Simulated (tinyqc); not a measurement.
# p-type polysilicon, carrier trapping at grain boundaries: effects of single changes

One-dimensional grains of size Lg, uniform ionised doping N, monovalent traps Qt at each boundary at a depth Et below (for electrons) or above (for holes) the band edge there, abrupt depletion of width W on each side of a boundary, Boltzmann statistics. xi is the distance from the band edge at the grain centre to the Fermi level. Trapped charge Qt/(1 + exp((xi + VB - Et)/Vt)) = 2 N W, barrier VB = q N W^2/(2 eps0 eps_r).

Inputs (values chosen for the exercise); values of the order met in polycrystalline silicon:
- T = 300 K (temperature)
- eps_r = 11.7 (relative permittivity)
- NB = 2.65e19 cm^-3 (valence-band density of states at T)
- Lg = 110 nm (grain size)
- Qt = 8.8e11 cm^-2 (trap density of a grain boundary)
- Et = 0.34 eV (depth of the trap level from the majority band edge at the boundary)
- ms = 0.6 m0 (mass for thermionic emission)
- fe = 0.12 (correction factor of the emission rate)
- mug = 160 cm^2/(V s) (mobility inside the grains)
- N = 2.4e17 cm^-3 (doping)

Constants: q = 1.602176634e-19 C, kB = 1.380649e-23 J/K, m0 = 9.1093837015e-31 kg, Vt = kB T/q, eps0 = 8.8541878128e-14 F/cm where lengths are in cm. Results are converted to the units shown.

Each table varies one quantity; the others keep the values above.

## Effect of the doping

If the trap equation with xi = Vt ln(NB/N) has a root W < Lg/2, the grain is partly depleted; otherwise W = Lg/2 and the trap equation gives xi = Et - VB + Vt ln(Qt/(N Lg) - 1). N* = Qt/Lg. n0 = NB exp(-xi/Vt); mean density n0 (1 - 2 W/Lg) by charge balance in a partly depleted grain, and n0 (sqrt(pi)/2) erf(u)/u with u = sqrt(VB/Vt) in a fully depleted one; v = sqrt(kB T/(2 pi ms m0)); barrier resistivity Vt exp(VB/Vt)/(q fe n0 v Lg); grain resistivity (1 - 2 W/Lg)/(q n0 mug); effective mobility 1/(q mean density total resistivity). Rows with xi above 0.45 V, towards mid-gap, are left out, since the other carrier type is ignored.

Effect of the doping:
columns A: N (cm^-3); B: N/N*; C: depleted share 2 W/Lg; D: VB (V); E: xi (V); F: mean density (cm^-3); G: resistivity (ohm cm); H: effective mobility (cm^2/(V s))
```
A              B         C          D         E          F         G       H
4e15    0.050000    1.0000  0.0093569   0.40676  3.4674e12     12995  138.52
8.4e15   0.10500    1.0000   0.019649   0.37575  1.0269e13    5829.8  104.26
1.8e16   0.22500    1.0000   0.042106   0.32987  4.9127e13    2355.8  53.930
3.7e16   0.46250    1.0000   0.086551   0.25733  6.0418e14    794.85  12.997
7.8e16   0.97500   0.88289    0.14223   0.15067  9.1348e15    110.64  6.1753
1.6e17    2.0000   0.49452   0.091527   0.13210  8.0878e16    7.7088  10.011
3.4e17    4.2500   0.23510   0.043959   0.11261  2.6007e17   0.65468  36.658
7.2e17    9.0000   0.11109   0.020786  0.093213  6.4001e17   0.15740  61.958
1.5e18    18.750  0.053331  0.0099797  0.074239  1.4200e18  0.059140  74.322
3.2e18    40.000  0.025000  0.0046783  0.054651  3.1200e18  0.025067  79.805
```

What does the comparison show?

As N goes from 4e15 to 3.2e18, VB goes from 0.00936 through a maximum of 0.142 (at N = 7.8e16 among the rows listed) to 0.00468 V, the resistivity falls from 13000 to 0.0251 ohm cm and the effective mobility goes from 139 through a minimum of 6.18 (at N = 7.8e16 among the rows listed) to 79.8 cm^2/(V s). The steepest fall of the resistivity among the rows, as N^(-3.7), lies between N = 7.8e16 and 1.6e17 cm^-3; N* = 8.00e16 cm^-3. While the grain is fully depleted VB grows as N; once the traps are full it falls as 1/N. For N = 3.2e18 xi is under 2.5 Vt, where Boltzmann statistics begin to fail. For N = 4e15, 8.4e15, 7.2e17, 1.5e18, 3.2e18 VB is below Vt, where abrupt depletion and thermionic emission are rough. For N = 7.8e16 the grain is near the changeover between partial and full depletion, within a few Debye lengths, where both limits are rough.

## Effect of the grain size

Same model as above.

N* = Qt/Lg.

Results:
columns A: Lg (nm); B: N/N*; C: depleted share 2 W/Lg; D: VB (V); E: xi (V); F: mean density (cm^-3); G: resistivity (ohm cm); H: effective mobility (cm^2/(V s))
```
A         B        C         D       E         F        G      H
10   0.2727    1.000  0.004640  0.3607  2.178e13  2.006e4  14.28
17   0.4636    1.000   0.01341  0.3304  6.359e13     5120  19.17
53    1.445   0.6902   0.06208  0.1216  7.435e16    3.411  24.61
94    2.564   0.3891   0.06208  0.1216  1.466e17    1.994  21.35
160   4.364   0.2286   0.06208  0.1216  1.851e17    1.239  27.22
290   7.909   0.1261   0.06208  0.1216  2.097e17   0.7562  39.36
500   13.64  0.07316   0.06208  0.1216  2.224e17   0.5069  55.36
```

Estimate the missing row, Lg = 31 nm.

Computed row:
columns A: Lg (nm); B: N/N*; C: depleted share 2 W/Lg; D: VB (V); E: xi (V); F: mean density (cm^-3); G: resistivity (ohm cm); H: effective mobility (cm^2/(V s))
```
A        B      C        D       E         F      G      H
31  0.8455  1.000  0.04459  0.2515  9.986e14  443.6  14.09
```

With this row back in the table: As Lg goes from 10 to 500, VB rises from 0.00464 to 0.0621 V, the resistivity falls from 20100 to 0.507 ohm cm and the effective mobility moves up and down between 14.1 and 55.4 cm^2/(V s). For Lg = 10, 17 VB is below Vt, where abrupt depletion and thermionic emission are rough. For Lg = 53 the grain is near the changeover between partial and full depletion, within a few Debye lengths, where both limits are rough.

Numbers from tinyqc (`OMP_NUM_THREADS=1 python tinyqc.py 2830156 2830157 out.jsonl`; about 0.01 s on one thread of a shared Intel Xeon 2.30GHz).
